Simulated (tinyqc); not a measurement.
Inside a calculation: static screening by free carriers. Values are carried at full precision from step to step, so a last printed digit may differ when a step is redone from the rounded ones.

kF = (3 pi^2 n/Mv)^(1/3), EF = c kF^2/m with c = hbar^2/2m0, n in 1/angstrom^3 (1e-24 per 1/cm^3), e2 = e^2/(4 pi eps0). Thomas-Fermi: qTF^2 = 6 pi e2 n/(eps EF). Debye: qD^2 = 4 pi e2 n/(eps kB T).

Constants: hbar^2/2m0 = 3.80998211 eV angstrom^2; e^2/(4 pi eps0) = 14.39964547 eV angstrom; kB = 8.617333262e-05 eV/K; a0 (Bohr radius) = 0.5291772105 angstrom; hbar = 6.58211957e-16 eV s.

Parameters, chosen for this exercise (near those of Ge; shifted at random, so the results belong to these values and not to a real crystal): n = 9.4e+17 1/cm^3 (carrier density); m = 0.2174 m0 (mass of one isotropic valley); Mv = 4 (valleys); eps = 16.1 (background dielectric constant); T = 77 K; q = 0.0291 1/angstrom (wave vector); aD = 22.3 angstrom (trial radius); NI = 2.8e+18 1/cm^3 (ionised impurities).

## Fermi and screening wave vectors

Also the effective Bohr radius aB = a0 eps/m and rs = (3/(4 pi n))^(1/3)/aB.

kF = 0.019091 1/angstrom
EF at 0 K = 6.387 meV
EF/kT = 0.963
qTF = 0.049810 1/angstrom
qD = 0.039902 1/angstrom
aB = 39.19 angstrom
rs = 1.62

The gas is partly degenerate; neither limit is exact, and the true screening wave vector lies below both.

## Screening at finite temperature

F_j(eta) = (1/Gamma(j + 1)) integral_0^infinity x^j dx/(1 + exp(x - eta)), which tends to exp(eta) for eta << 0.

At finite T: qs^2 = qD^2 F_-1/2(eta)/F_1/2(eta), where n = Mv N F_1/2(eta) and N = 2 (m kB T/(4 pi c))^(3/2) with c = hbar^2/2m0, in 1/angstrom^3; times 1e24 for 1/cm^3.

Solve for eta and form qs.

n/(Mv N) = 0.7105
eta = -0.093
qs = 0.03574 1/angstrom
screening length 1/qs = 27.98 angstrom

qs is 0.896 of the Debye value and 0.718 of the Thomas-Fermi value.

## Lindhard function at one q

Lindhard at zero temperature: eps(q)/eps = 1 + (qTF/q)^2 L(x), x = q/(2 kF), L(x) = 1/2 + ((1 - x^2)/(4x)) ln|(1 + x)/(1 - x)|.

Compare with Thomas-Fermi, 1 + (qTF/q)^2.

x = 0.7621
L(x) = 0.7753
eps(q)/eps, Lindhard = 3.272
eps(q)/eps, Thomas-Fermi = 3.930

The carriers respond with 78 % of their long-wave strength at this q. The zero-temperature form is an exercise here: at the temperature of this gas EF is only 0.96 kT.

## A donor in the screened potential

Donor in the screened potential -(e2/eps) exp(-qs r)/r with the trial function exp(-r/a): E(a) = c/(m a^2) - (e2/eps) 4/(a (2 + qs a)^2), e2 = e^2/(4 pi eps0), c = hbar^2/2m0; isotropic mass.

Evaluate both terms at a = aD.

kinetic term = 35.241 meV
potential term = -20.506 meV
E(aD) = 14.735 meV
unscreened level -m Ry/eps^2 (Ry = 13.60569312 eV) = -11.411 meV

This trial radius gives no binding, nor does any radius up to 3 aB.

## Ionised-impurity scattering at E = 3 kT

Brooks-Herring rate for an electron of energy E: 1/tau = NI (pi e2^2/(eps^2 hbar)) (sqrt(c/m)/E^(3/2)) Phi(b), with Phi = ln(1 + b) - b/(1 + b), b = (2k/qs)^2, k^2 = m E/c, NI in 1/angstrom^3.

e2 = e^2/(4 pi eps0), c = hbar^2/2m0; mobility estimate mu = tau/(m m0/e) with m0/e = 5.685630e-12 kg/C, times 1e4 for cm^2/(V s).

b = 3.556
Phi = 0.7360
1/tau = 1.17e+13 1/s
mu at this energy = 690 cm^2/(V s)

b is not large: the electron wavelength is comparable with the screening length, outside the regime that the Brooks-Herring formula is meant for.

## Checks

- Scattering rate against the golden-rule integral over angles (1/s): both 1.173e+13.
- L(x) at x = 0.7 against the integral over the Fermi sphere: both 0.81595.

(tinyqc, `OMP_NUM_THREADS=1 python tinyqc.py 1681618 1681619 out.jsonl`, Intel(R) Xeon(R) Processor @ 2.30GHz, 1 thread, shared host, about 0.01 s.)
